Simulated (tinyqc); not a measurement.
Precursor delivery and alloy composition in metal-organic vapour-phase epitaxy: one step, computed by the program tinyqc.

Carrier gas leaves each bubbler saturated. Group-III species cross a boundary layer and react at the surface; element 2 can also desorb. The film is (1)_(1-x) (2)_x V with a zinc-blende cell.

Question. Transport to the surface. Partial pressure p_i = p F_i/(44615 x total flow in slm); density n_i = p_i/(k_B T), 1 torr = 133.322 Pa; D = D0 (T/273.15)^1.75 (760/p), h = D/delta, the same for both; k_s = prefactor x exp(-energy/(k_B T)); arrival J_i = n_i/(1/h + 1/k_s); in layers per second g_i = J_i a^2/2 (two group-III sites per a^2 on (001)). Temperatures in kelvin are T(C) + 273.15.

Inputs (values chosen for the exercise, close to those used for AlGaAs from TMAl and TEGa):

| quantity | value | unit |
|---|---|---|
| source 1: bath temperature | 19 | C |
| source 2: bath temperature | 15 | C |
| total flow | 14 | slm |
| reactor pressure p | 75 | torr |
| diffusivity D0 at 273.15 K and 760 torr | 0.38 | cm^2/s |
| boundary layer delta | 0.93 | cm |
| prefactor of the surface rate k_s | 3.5e+13 | cm/s |
| energy of k_s | 1.92 | eV |
| lattice constant a | 5.655 | angstrom |
| growth temperature T | 640 | C |

molar flows (micromol/min): F1 17.99952, F2 3.390124

Constants: k_B = 1.380649e-23 J/K; k_B = 8.617333262e-05 eV/K.

Give: densities; h; k_s; arrival rates.

Answer.

densities (1/cm^3): n1 2.286e+13, n2 4.305e+12

h = 34.22 cm/s

k_s = 885.9 cm/s

arrival rates (layers/s): g1 1.204, g2 0.2268

Growth is transport-limited. Caution: trimethylaluminium is largely a dimer in the vapour, which would double its metal flow; it is counted as a monomer here.
